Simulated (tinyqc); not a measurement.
# Energy and delay of logic against supply voltage, step by step

Computed by the program tinyqc: `OMP_NUM_THREADS=1 python tinyqc.py 2082187 2082188 out.jsonl`, one thread of a shared Intel Xeon 2.30GHz, about 0.01 s for the whole run. Printed values are rounded.

One expression serves below and above threshold: I(Vg) = Ik [ln(1 + exp((Vg - VT + dd V)/(al nf Vt)))]^al, with I_on = I(V) and I_off = I(0). Gate delay td = kd C V/I_on, clock period LD td. Per gate and cycle the switching energy is act C V^2 and the leakage energy I_off V LD td. No short-circuit current, no variation. Minima are sought above 0.09 V; below a few Vt gates no longer switch and the model has no meaning.

Inputs (values chosen for the exercise); values of the order met in logic technologies:
```
symbol  value  unit                               meaning
T         300     K                           temperature
VT       0.18     V  threshold voltage at zero drain bias
nf       1.22                                slope factor
dd       0.07         barrier lowering per volt of supply
Ik       0.33    uA            specific current of a gate
al       1.78                 exponent of the current law
C         1.1    fF            load capacitance of a gate
kd        0.9                                delay factor
LD         20                                 logic depth
act       0.1                             activity factor
V        0.71     V                        supply voltage
```

Constants: q = 1.602176634e-19 C, kB = 1.380649e-23 J/K, Vt = kB T/q. Results are converted to the units shown.

## Currents, delay and energies

I_on, I_off, td, clock frequency 1/(LD td), both energies and their sum.

I_on = 21.0528 uA
I_off = 4.87323 nA
td = 33.3874 ps
clock frequency = 1.49757 GHz
switching energy = 55.4510 aJ
leakage energy = 2.31040 aJ
energy = 57.7614 aJ

I_on/I_off = 4320; leakage makes up 4.00 % of the energy.

## Starting value

V = 0.16 V.

V at the start = 0.16 V

## Iteration 1: new V

Minimum-energy supply: E(V) is the energy per gate and cycle; with h = 0.001 V, E' = (E(V + h) - E(V - h))/(2 h), E'' = (E(V - h) - 2 E(V) + E(V + h))/h^2, V(new) = V - E'/E''.

E' = -22.4823 aJ/V
E'' = 950.819 aJ/V^2
V after iteration 1 = 0.183645 V

## Iteration 2: new V

As before.

E' = -1.22587 aJ/V
E'' = 831.126 aJ/V^2
V after iteration 2 = 0.185120 V

## Course of the iteration

Stop when the step is below 1e-9 V, or after 40 iterations.

Course of the iteration:

| iteration | V before the step (V) | step (V) |
|---|---|---|
| 1 | 0.16 | 0.0236 |
| 2 | 0.183645 | 1.47e-3 |
| 3 | 0.185120 | 8.76e-6 |
| 4 | 0.185129 | 3.49e-10 |

Converged in 4 iterations. There leakage makes up 52.6 % of the energy and the clock runs at 69.9 MHz.
